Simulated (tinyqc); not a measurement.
Position of the spike: inter-valley coupling by envelope functions against a chain of atomic planes.

Chain: E(phi) = e0 + 2 v cos(phi) + 2 u cos(2 phi), cos(phi0) = -v/(4u), e0 = 2u + v^2/(4u); plane j = 0, 1, ... has the potential V_j = dE x_j + F (j - 30) a/4 (1 MV/m = 1e-4 V/angstrom). There are 30 barrier planes a side; with y = j - 29.5, x_j = xb (f(y) + f(Nw - y)), f(y) = 1/(1 + exp(y/L)), plus any Ge added in the well. The valley splitting is the spacing of the two lowest levels. Envelope theory: F_j solves a one-valley chain with hopping -b and diagonal 2b + V_j, b = 4u sin^2(phi0), sum F_j^2 = 1; the valleys couple by Dv = sum_j F_j^2 V_j exp(-2 i phi0 j) and split by 2|Dv|.

Values chosen for the exercise (near those of the Delta valleys of silicon in a SiGe well; not measured data):
```
symbol  value  unit      meaning
a       5.431  angstrom  lattice constant; planes lie a/4 apart
u       0.595  eV        second-neighbour hopping
v       0.571  eV        nearest hopping
Nw      69               planes in the well
L       1.5    planes    interface width
xb      0.3              Ge fraction of the barriers
dE      0.54   eV        offset per unit Ge fraction
F       0      MV/m      field
xs      0.08             Ge fraction added on that plane
```

The spike is moved through the well; position counted from the first well plane, j - 30.

Against position:
```
j - 30  F_j^2, smooth  mean of the doublet (meV)  splitting, chain (micro-eV)  envelope  first order
3             0.00167                       4.16                          121       119          144
8             0.00533                       4.28                          359       353          460
14            0.01168                       4.48                          766       753         1009
21            0.01959                       4.77                         1336      1323         1693
28            0.02541                       5.03                         1856      1848         2196
34            0.02716                       5.12                         2041      2034         2347
45            0.02158                       4.85                         1501      1488         1864
55            0.01054                       4.44                          691       679          911
66            0.00120                       4.14                           88        87          103
```

The splitting is largest at plane 34 among these rows (2041 micro-eV), and the smooth envelope peaks at plane 34, counting all planes; without a spike it is 0.014. Where the splitting exceeds 20 micro-eV the envelope theory lies within 1.8 % of the chain and first order within 32 %.

Program tinyqc; command `OMP_NUM_THREADS=1 python tinyqc.py 1480235 1480236 out.jsonl`; about 0.1 s on one thread of a shared Intel(R) Xeon(R) Processor @ 2.30GHz.
